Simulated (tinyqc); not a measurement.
Inside a calculation. Method: Hueckel theory of the pi electrons with the omega technique, for the molecule BC=CC(=C)C=CF (SMILES; centres numbered as the heavy atoms are written). Computed by tinyqc, a small Python program that keeps every step. Settings: charge = 0, omega = 1.0, damping = 0. Command: `OMP_NUM_THREADS=1 python tinyqc.py 29054 29055 out.jsonl` (the two numbers bound the seeds that draw the settings). One thread of a shared host (Intel(R) Xeon(R) Processor @ 2.60GHz), about 0.01 s of CPU time with the checks.

Centres:
```
centre  z_r, pi electrons of the neutral centre          h
1B                                            0  -1.000000
2C                                            1   0.000000
3C                                            1   0.000000
4C                                            1   0.000000
5C                                            1   0.000000
6C                                            1   0.000000
7C                                            1   0.000000
8F                                            2   3.000000
```

Bonds:
```
i  j         k
1  2  0.700000
2  3         1
3  4         1
4  5         1
4  6         1
6  7         1
7  8  0.700000
```

Each round sets h_r = h_r(0) + omega (z_r - P_rr), keeping the share named as damping of the old diagonal; repeat until output and input diagonals agree to 1e-6.

Rounds:
```
round    sum n x  largest |h(out) - h(in)|
1      13.296997                  1.42e-01
2      13.434065                  9.98e-02
3      13.419741                  1.01e-01
4      13.419644                  9.92e-02
5      13.421378                  1.02e-01
6      13.421243                  1.22e-01
7      13.423001                  1.45e-01
8      13.425517                  1.74e-01
9      13.427804                  2.07e-01
10     13.434367                  2.48e-01
11     13.438778                  2.96e-01
12     13.451897                  3.52e-01
13     13.461170                  4.15e-01
14     13.484324                  4.87e-01
15     13.501794                  5.63e-01
16     13.537312                  6.44e-01
17     13.564027                  7.21e-01
18     13.608852                  7.98e-01
19     13.640183                  8.64e-01
20     13.685226                  9.23e-01
21     13.713316                  9.69e-01
22     13.750211                  1.01e+00
23     13.770351                  1.04e+00
24     13.796584                  1.06e+00
25     13.808745                  1.07e+00
26     13.826064                  1.09e+00
27     13.832336                  1.10e+00
28     13.843561                  1.10e+00
29     13.846089                  1.11e+00
30     13.853554                  1.11e+00
31     13.853875                  1.11e+00
32     13.859143                  1.12e+00
33     13.858213                  1.12e+00
34     13.862234                  1.12e+00
35     13.860609                  1.12e+00
36     13.863933                  1.12e+00
37     13.861927                  1.12e+00
38     13.864865                  1.12e+00
39     13.862650                  1.12e+00
40     13.865375                  1.12e+00
```

Can the last value be used, and what does the course show?

Not by the stop rule. Not converged within 40 rounds: the residual has stopped falling. Reruns: damping 0.5: converged in 16; damping 0.8: not converged.
